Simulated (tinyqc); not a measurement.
Berg model of reactive sputtering of a nitride or oxide: poisoning, hysteresis and pumping speed: one step, computed by the program tinyqc. Command: `OMP_NUM_THREADS=1 python tinyqc.py 3003260 3003261 out.jsonl berg walk`. One thread of a shared host (Intel(R) Xeon(R) Processor @ 2.30GHz), about 0.05 s of CPU time with the checks.

A diatomic gas reacts with bare metal on the target and on the collecting surfaces; ions remove metal and compound from the target. theta_t and theta_c are the compound fractions.

Task: Steady state at the pressure P. Ion flux j = J/e; gas flux F = P/sqrt(2 pi M k_B T). Target: (2/z) alpha F (1 - theta_t) = j Y_c theta_t. Sputtered flows F_c = j Y_c theta_t A_t, F_m = j Y_m (1 - theta_t) A_t. Collector: (2/z) alpha F (1 - theta_c) A_c + F_c (1 - theta_c) = F_m theta_c. Gas use Q = alpha F [(1 - theta_t) A_t + (1 - theta_c) A_c] + P S/(k_B T); 1 sccm = 4.4780e17 molecules/s. Rate R = F_m + F_c, given relative to j Y_m A_t.

Inputs (values chosen for the exercise, close to those used for silicon nitride): ion current density J = 13 mA/cm^2; target area A_t = 250 cm^2; collecting area A_c = 3500 cm^2; metal yield Y_m = 0.54; compound yield Y_c = 0.15; sticking coefficient alpha = 0.59; reactive atoms per metal atom z = 1.33; gas mass M = 28 u; pumping speed S = 240 l/s; gas temperature T = 300 K; reactive partial pressure P = 0.01 Pa.

Constants: e = 1.602176634e-19 C; u = 1.6605390666e-27 kg; k_B = 1.380649e-23 J/K.

Give: ion flux j; gas flux F; theta_t; theta_c; gas use; total flow Q; rate relative to clean metal.

Result:

ion flux j = 8.114e+16 1/(cm^2 s)

gas flux F = 2.875e+16 1/(cm^2 s)

theta_t = 0.6770

theta_c = 0.9627

gas use (sccm): target 3.059, collector 4.945, pump 1.294

total flow Q = 9.298 sccm

rate relative to clean metal = 0.5111

The target is partly covered. The film is 96.3 % compound. Caution: here dQ/dP is negative, a branch that flow control cannot hold.
